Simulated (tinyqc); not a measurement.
## Absorption coefficient and reflectance from two thicknesses

Question. With transparent contact layers the responsivity is (1 - Rf)(1 - exp(-al wi)) q lam/(h c). The second absorber is twice as thick as the first. Find al and Rf.

Inputs (values chosen for the exercise): wavelength lam = 1000 nm.

Constants: q = 1.602176634e-19 C, h = 6.62607015e-34 J s, c = 299792458 m/s. Results are converted to the units shown.

responsivity for wi = 30 and 60 um (A/W): 0.10211127  0.18575473

Solution. The ratio of the responsivities is 1 + exp(-al w1), which gives al; either value then gives 1 - Rf.

al = 66.50 1/cm
Rf = 0.3000

Computed by the program tinyqc: `OMP_NUM_THREADS=1 python tinyqc.py 2250117 2250118 out.jsonl`, one thread of a shared Intel Xeon 2.30GHz, about 0.01 s for the whole run.
